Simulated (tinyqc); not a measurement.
On-chip interconnect, size-dependent resistivity and RC delay: one step of the calculation.

A rectangular line between two neighbours and two ground planes. Surface and grain-boundary scattering are added to the bulk resistivity as corrections; capacitances are parallel-plate values without fringing; inductance is ignored.

Question. Ladder and Elmore delays. 5 equal pi sections: series Rs = r Lw/5; node capacitances c Lw/5, halved at nodes 0 and 5, with Cl added to node 5; Rd feeds node 0. Elmore delay of node k: the sum, over the resistors on the path to k, of resistance times all capacitance downstream of it.

Inputs (values chosen for the exercise); metal values close to those of aluminium: line length Lw = 16 um; driver resistance Rd = 3700 ohm; load capacitance Cl = 2.4 fF.

r = 1.6017487 ohm/um
c = 0.19061801 fF/um

Give: Rs; C; Elmore delay.

Answer.

Rs = 5.1256 ohm

```
node   C (fF)  Elmore delay (ps)
0     0.30499             20.165
1     0.60998             20.191
2     0.60998             20.214
3     0.60998             20.234
4     0.60998             20.251
5      2.7050             20.265
```

The far-end value equals Rd (c Lw + Cl) + r Lw (c Lw/2 + Cl) for any number of pi sections; the line resistance contributes 0.496 % of it.

Computed by the program tinyqc: `OMP_NUM_THREADS=1 python tinyqc.py 2100153 2100154 out.jsonl`, one thread of a shared Intel Xeon 2.30GHz, about 0.01 s for the whole run.
